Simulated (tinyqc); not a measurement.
# Junction field-effect transistor with two gates, gradual channel with velocity saturation: two studies

A uniformly doped n-type channel, depleted from both sides by p+ gates; at channel potential V the depleted share of a is u = sqrt((Vbi - Vg + V)/Vp), s at the source. Electrons drift with v = mu E/(1 + mu E/vsat). Abrupt depletion edge, no series resistance, source at 0.

Values chosen for this exercise; material values close to those of gallium arsenide:
```
symbol    value        unit                                     meaning
T           300           K                                 temperature
eps_r      12.9              relative permittivity of the semiconductor
Nc      4.43e17       cm^-3      conduction-band density of states at T
Eg         1.41          eV                                    band gap
Nv      9.17e18       cm^-3         valence-band density of states at T
Nd       1.8e17       cm^-3                donor density of the channel
a           170          nm                  half the channel thickness
mu         3300  cm^2/(V s)           low-field mobility at this doping
vsat      8.4e6        cm/s                         saturation velocity
L             5          um                                 gate length
W            50          um                                  gate width
Na       1.2e18       cm^-3               acceptor density of the gates
Vg         -1.5           V                                gate voltage
```

Constants: q = 1.602176634e-19 C, kB = 1.380649e-23 J/K, Vt = kB T/q, eps0 = 8.8541878128e-14 F/cm where lengths are in cm. Results are converted to the units shown.

Each table varies one quantity; the others keep the values above.

## Effect of half the channel thickness on saturation

ni = sqrt(Nc Nv) exp(-Eg/(2 Vt)), Eg in volts; Vbi = Vt ln(Na Nd/ni^2); Vp = q Nd a^2/(2 eps0 eps_r); G0 = 2 q mu Nd a W/L; Z = mu Vp/(vsat L); s = sqrt((Vbi - Vg)/Vp). I = (G0 Vp/3) F/(1 + Z (u^2 - s^2)), F = 3 (u^2 - s^2) - 2 (u^3 - s^3), with u at V = Vd; Z = 0 gives constant mobility, for which u stops at 1. The current peaks at u = um, the root of (1 - u)(1 + Z (u^2 - s^2)) = Z F/3; beyond Vdsat = Vp (um^2 - s^2) it is held at that value. gm = G0 (um - s)/(1 + Z (um^2 - s^2)).

Result of one run:

| a (nm) | Z | um | Vdsat (V) | Isat (mA) | Isat for Z = 0 (mA) | gm (mS) |
|---|---|---|---|---|---|---|
| 230 | 5.247 | 0.8506 | 1.998 | 8.324 | 27.27 | 3.393 |

What becomes of these results when the half the channel thickness a is changed from 230 to 160 nm, all else the same?

Result of the changed run:

| a (nm) | Z | um | Vdsat (V) | Isat (mA) | Isat for Z = 0 (mA) | gm (mS) |
|---|---|---|---|---|---|---|
| 160 | 2.539 | 0.9924 | 0.3488 | 0.2944 | 0.3807 | 1.338 |

The whole series:

| a (nm) | Z | um | Vdsat (V) | Isat (mA) | Isat for Z = 0 (mA) | gm (mS) |
|---|---|---|---|---|---|---|
| 160 | 2.539 | 0.9924 | 0.3488 | 0.2944 | 0.3807 | 1.338 |
| 190 | 3.581 | 0.9354 | 1.153 | 2.974 | 6.328 | 2.785 |
| 230 | 5.247 | 0.8506 | 1.998 | 8.324 | 27.27 | 3.393 |
| 280 | 7.777 | 0.7600 | 2.883 | 16.28 | 78.67 | 3.671 |
| 340 | 11.47 | 0.6746 | 3.807 | 26.80 | 185.3 | 3.793 |

As a goes from 160 to 340 nm, Vdsat rises from 0.349 to 3.81 V, Isat rises from 0.294 to 26.8 mA and gm rises from 1.34 to 3.79 mS. Isat is 0.773 of the constant-mobility value in the first row and 0.145 in the last. At a = 160 nm the open channel at the source, (1 - s) a, is under two Debye lengths, so the abrupt edge is rough. In every row Nd is not small against Nc, so the Boltzmann form of Vbi is rough.

## Effect of the donor density of the channel on saturation

Same model as above.

Result of one run:

| Nd (cm^-3) | Z | um | Vdsat (V) | Isat (mA) | Isat for Z = 0 (mA) | gm (mS) |
|---|---|---|---|---|---|---|
| 5.4e17 | 8.6000 | 0.73882 | 3.1120 | 32.268 | 171.03 | 6.4079 |

What becomes of these results when the donor density of the channel Nd is changed from 5.4e17 to 1.6e17 cm^-3, all else the same?

Result of the changed run:

| Nd (cm^-3) | Z | um | Vdsat (V) | Isat (mA) | Isat for Z = 0 (mA) | gm (mS) |
|---|---|---|---|---|---|---|
| 1.6e17 | 2.5481 | 0.99194 | 0.35990 | 0.29521 | 0.38472 | 1.2918 |

The whole series:

| Nd (cm^-3) | Z | um | Vdsat (V) | Isat (mA) | Isat for Z = 0 (mA) | gm (mS) |
|---|---|---|---|---|---|---|
| 1.6e17 | 2.5481 | 0.99194 | 0.35990 | 0.29521 | 0.38472 | 1.2918 |
| 2.2e17 | 3.5037 | 0.94013 | 1.1019 | 3.0136 | 6.2297 | 3.0136 |
| 3e17 | 4.7778 | 0.87295 | 1.7864 | 8.7207 | 25.807 | 4.2328 |
| 4e17 | 6.3704 | 0.80694 | 2.4245 | 17.669 | 70.260 | 5.2859 |
| 5.4e17 | 8.6000 | 0.73882 | 3.1120 | 32.268 | 171.03 | 6.4079 |

As Nd goes from 1.6e17 to 5.4e17 cm^-3, Vdsat rises from 0.360 to 3.11 V, Isat rises from 0.295 to 32.3 mA and gm rises from 1.29 to 6.41 mS. Isat is 0.767 of the constant-mobility value in the first row and 0.189 in the last. At Nd = 1.6e17 cm^-3 the open channel at the source, (1 - s) a, is under two Debye lengths, so the abrupt edge is rough. In every row Nd is not small against Nc, so the Boltzmann form of Vbi is rough.

tinyqc, about 0.05 s, one thread, Intel Xeon 2.30GHz (shared host): `OMP_NUM_THREADS=1 python tinyqc.py 2500068 2500069 out.jsonl`
